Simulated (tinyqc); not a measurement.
Worked calculation: tight binding, honeycomb lattice. Computed by tinyqc, a small Python program that keeps every step. Settings: t1 = 0.85, t2 = 0, phi = 0, delta = 0, points = 6. Command: `OMP_NUM_THREADS=1 python tinyqc.py 22233 22234 out.jsonl` (the two numbers bound the seeds that draw the settings). One thread of a shared host (Intel(R) Xeon(R) Processor @ 2.60GHz), about 0.01 s of CPU time with the checks.

## Bloch Hamiltonian at k

Parameters chosen for this model:
```
parameter     value                        unit
t1         0.850000                 eV, nearest
t2                0       eV, second neighbours
phi               0  rad, phase of t2 (Haldane)
delta             0          eV, +/- on A and B
```

k point k (fractions of the reciprocal vectors): -0.1800  0.1400

H_AB = -t1 (1 + exp(-i k.a1) + exp(-i k.a2)); H_AA = delta - 2 t2 sum cos(k.b + phi), H_BB = -delta - 2 t2 sum cos(k.b - phi), b = a1, a2 - a1, -a2.

H(k) at k (eV):
```
                 A                B
A           0.0000  -1.7537-0.1142i
B  -1.7537+0.1142i           0.0000
```

## Levels at k

Diagonalise the Hermitian matrix.

eigenvalues (eV): -1.7574  1.7574

weights |c|^2 of the basis functions:
```
   band 1  band 2
A  0.5000  0.5000
B  0.5000  0.5000
```

## Bloch Hamiltonian at K

k point K (fractions of the reciprocal vectors): 0.3333  0.6667

As before.

H(k) at K (eV):
```
        A       B
A  0.0000  0.0000
B  0.0000  0.0000
```

## Levels at K

As before.

eigenvalues (eV): 0.0000  0.0000

## Bands along a path

The same steps at evenly spaced points between the labelled ones.

Bands along the path (eV):
```
k           band 1  band 2
G          -2.5500  2.5500
G-K 0.25   -2.3222  2.3222
G-K 0.50   -1.7000  1.7000
G-K 0.75   -0.8500  0.8500
K                0       0
K-M 0.25   -0.3521  0.3521
K-M 0.50   -0.6222  0.6222
K-M 0.75   -0.7921  0.7921
M          -0.8500  0.8500
M-K' 0.25  -0.7921  0.7921
M-K' 0.50  -0.6222  0.6222
M-K' 0.75  -0.3521  0.3521
K'               0       0
```

With 1 band(s) filled, the highest filled level on these points lies at K and the lowest empty one at K: the bands touch or overlap, so there is no gap.
